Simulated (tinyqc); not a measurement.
From results to parameters: two-site tight-binding chain. Computed by the program tinyqc.

Problem. A two-site chain has site energies +delta (A) and -delta (B) and hoppings t1 > t2 > 0, so E = +/- sqrt(delta^2 + |t1 + t2 exp(-ika)|^2). Find delta, t1 and t2.

upper band at k = 0 = 2.231815 eV
upper band at the zone edge = 1.178898 eV
weight of the upper band on site A at the zone edge = 0.911401

Solution. The weight on A is (1 + delta/E)/2, which gives delta; then t1 + t2 = sqrt(E(0)^2 - delta^2) and t1 - t2 = sqrt(E(edge)^2 - delta^2).

delta, t1, t2 (eV): 0.9700  1.3400  0.6700
